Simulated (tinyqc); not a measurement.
From results back to parameters: Gamma, L and X subbands of a thin body with non-parabolic valleys. Three cases, with inputs chosen for the exercise.

Problem. Hard walls; each subband edge rises by e with e (1 + a e) = c (pi/t)^2/m_z, c = hbar^2/2m0. The thickness at which the Gamma and L edges cross was computed from a hidden bulk separation EL.

Constants: hbar^2/2m0 = 3.80998211 eV angstrom^2.

Case 1.

Values chosen (near those of a thin GaAs channel; shifted at random, so the results belong to these values and not to a real crystal):
- mG = 0.0681 m0 (Gamma mass)
- aG = 0.57 1/eV (Gamma non-parabolicity)
- mzL = 0.1103 m0 (confinement mass of the lowest L group)
- aS = 0.56 1/eV (non-parabolicity of L and X)

crossing thickness = 18.502 angstrom

Case 2.

Values chosen (near those of a thin InAs channel; shifted at random, so the results belong to these values and not to a real crystal):
- mG = 0.0256 m0 (Gamma mass)
- aG = 2.28 1/eV (Gamma non-parabolicity)
- mzL = 0.622 m0 (confinement mass of the lowest L group)
- aS = 0.38 1/eV (non-parabolicity of L and X)

crossing thickness = 24.786 angstrom

Case 3.

Values chosen (near those of a thin GaSb channel; shifted at random, so the results belong to these values and not to a real crystal):
- mG = 0.0391 m0 (Gamma mass)
- aG = 1.14 1/eV (Gamma non-parabolicity)
- mzL = 0.1444 m0 (confinement mass of the lowest L group)
- aS = 0.46 1/eV (non-parabolicity of L and X)

crossing thickness = 87.471 angstrom

Find: rise of Gamma; rise of L; EL.

Solution. At the crossing the rise of Gamma equals EL plus the rise of L.

Case 1.

rise of Gamma = 1.020 eV
rise of L = 0.712 eV
EL = 0.308 eV

Case 2.

rise of Gamma = 0.828 eV
rise of L = 0.095 eV
EL = 0.733 eV

Case 3.

rise of Gamma = 0.112 eV
rise of L = 0.034 eV
EL = 0.078 eV

Computed by tinyqc, one run a case: `OMP_NUM_THREADS=1 python tinyqc.py N N+1 out.jsonl` with N = 1280932, 1280957, 1280974; one thread of a shared Intel(R) Xeon(R) Processor @ 2.30GHz, about 0.05 s a run at most.
